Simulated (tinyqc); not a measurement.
What moves the results: tunnelling through a thin dielectric with one trap, as a tight-binding chain. A value that a table varies takes the place of the one given here.

Hopping -t everywhere, t = c/(m a^2), c = hbar^2/2m0; lead sites at 2t (band bottom 0), barrier sites 1 to N at 2t + phi, and site j has U besides. No voltage. Leads give S = -t exp(ika) on sites 1 and N, cos(ka) = 1 - E/(2t). T = (2 t sin(ka))^2 |G_1N|^2, G = (E - H - S)^-1. In the barrier cosh(q a) = 1 + (phi - E)/(2t).

Resonance: the lowest eigenvalue of H + S(E), iterated until its real part equals E (40 rounds from Eb = phi + 2t - sqrt(4t^2 + U^2), the level in an endless barrier). With v the normalised squared amplitudes of that state, Gamma_L = 2 t sin(ka) v_1, Gamma_R = 2 t sin(ka) v_N; Breit-Wigner T = Gamma_L Gamma_R/((E - Er)^2 + (Gamma_L + Gamma_R)^2/4).

Constants: hbar^2/2m0 = 3.80998211 eV angstrom^2.

Values chosen for the exercise (barrier and mass of the size used for Si3N4 on silicon; the results hold for these values, not for the real material): a = 3 angstrom (site spacing); m = 0.48 m0 (mass, the same in leads and barrier); phi = 1.97 eV (conduction edge of the barrier above that of the leads); N = 7 (barrier sites); j = 5 (site of the trap); U = -2.27 eV (extra energy on the trap site); E = 0.67 eV (electron energy).

## Transmission around the level

Er = 0.86026 eV

widths (meV): left 0.23405, right 16.927

Energies Er + x (Gamma_L + Gamma_R).

T:

| x | E (eV) | chain | Breit-Wigner | no trap |
|---|---|---|---|---|
| -8.0 | 0.7230 | 0.000113 | 0.000209 | 5.52e-07 |
| -3.0 | 0.8088 | 0.00116 | 0.00145 | 9.05e-07 |
| -1.0 | 0.8431 | 0.0100 | 0.0108 | 1.11e-06 |
| -0.5 | 0.8517 | 0.0260 | 0.0269 | 1.16e-06 |
| 0.0 | 0.8603 | 0.0538 | 0.0538 | 1.22e-06 |
| 0.5 | 0.8688 | 0.0282 | 0.0269 | 1.28e-06 |
| 1.0 | 0.8774 | 0.0118 | 0.0108 | 1.35e-06 |
| 3.0 | 0.9117 | 0.00186 | 0.00145 | 1.65e-06 |
| 8.0 | 0.9975 | 0.000398 | 0.000209 | 2.76e-06 |

What does this show, and why?

At Er the chain gives 0.0538, 4.4e+04 times the value without trap, and Breit-Wigner 0.0538. In the wings the single pole gives 1.85 times the chain value at x = -8 and 0.526 times at x = 8, because the widths and the level shift change with energy.

## Where a trap does most harm

The trap is moved through the barrier. The area under the resonance, 2 pi Gamma_L Gamma_R/(Gamma_L + Gamma_R), sets the current through it.

Against position:

| j | Er (eV) | Gamma_L (meV) | Gamma_R (meV) | peak | area (meV) |
|---|---|---|---|---|---|
| 3 | 0.8603 | 16.9 | 0.234 | 0.0538 | 1.45 |
| 4 | 0.8594 | 1.98 | 1.98 | 1.00 | 6.22 |
| 5 | 0.8603 | 0.234 | 16.9 | 0.0538 | 1.45 |

What does this show, and why?

The area is largest at j = 4 (6.22 meV) and 4.29 times smaller at j = 3: the slower of the two steps limits the current, so traps in the middle carry most. Each site towards a lead multiplies its width by about 8.55, close to exp(2 q a) = 8.51 at Eb.

## Direct against trap-assisted paths

N odd, the trap in the middle, j = (N + 1)/2. Direct T is that without trap at the energy Er; area = 2 pi Gamma_L Gamma_R/(Gamma_L + Gamma_R). The exponents are the slopes of the logarithms between the last two rows, per angstrom.

Against thickness:

| N | N a (angstrom) | Er (eV) | direct T | area (meV) |
|---|---|---|---|---|
| 5 | 15.0 | 0.8612 | 8.86e-05 | 53.5 |
| 7 | 21.0 | 0.8594 | 1.22e-06 | 6.22 |
| 9 | 27.0 | 0.8592 | 1.68e-08 | 0.729 |
| 11 | 33.0 | 0.8591 | 2.32e-10 | 0.0857 |
| 13 | 39.0 | 0.8591 | 3.20e-12 | 0.0101 |
| 15 | 45.0 | 0.8591 | 4.42e-14 | 0.00118 |
| 17 | 51.0 | 0.8591 | 6.11e-16 | 0.000139 |

exponents (1/angstrom): direct 0.7136, through the trap 0.3568

What can be read from the table?

The direct path falls as exp(-0.714 d) and the path through a central trap as exp(-0.357 d), 2.00 times more slowly, since each step crosses half the layer. From 5 to 17 sites the first loses 11.2 decades and the second 5.6: in thicker layers even few traps rule the leakage. Inelastic capture with phonons is left out.

## What each parameter does

Resonance and log10 T at E. Each row changes one parameter from the base and keeps the others.

Results:

| case | Er (eV) | Gamma_L (meV) | Gamma_R (meV) | log10 T |
|---|---|---|---|---|
| base | 0.8603 | 0.2341 | 16.93 | -4.334 |
| m = 0.442 m0 | 0.9172 | 0.4026 | 22.52 | -4.300 |
| phi = 2.07 eV | 0.9609 | 0.2315 | 16.74 | -4.894 |
| N = 8 | 0.8593 | 0.2324 | 1.977 | -5.334 |
| j = 4 | 0.8594 | 1.979 | 1.979 | -4.335 |
| U = -2.202 eV | 0.9143 | 0.2763 | 18.15 | -4.555 |

What can be read from the table?

The largest shifts from the base row, up to three for each result and ties (the steps differ in size, so this ranks the rows, not the parameters). Er (eV): phi +0.1006, m +0.0570, U +0.0540. Gamma_L (meV): j +1.74, m +0.169, U +0.0422. Gamma_R (meV): N -14.9, j -14.9, m +5.60. log10 T: N -1.000, phi -0.559, U -0.221.

tinyqc: `OMP_NUM_THREADS=1 python tinyqc.py 1482633 1482634 out.jsonl`; about 0.09 s, one thread, shared Intel(R) Xeon(R) Processor @ 2.30GHz.
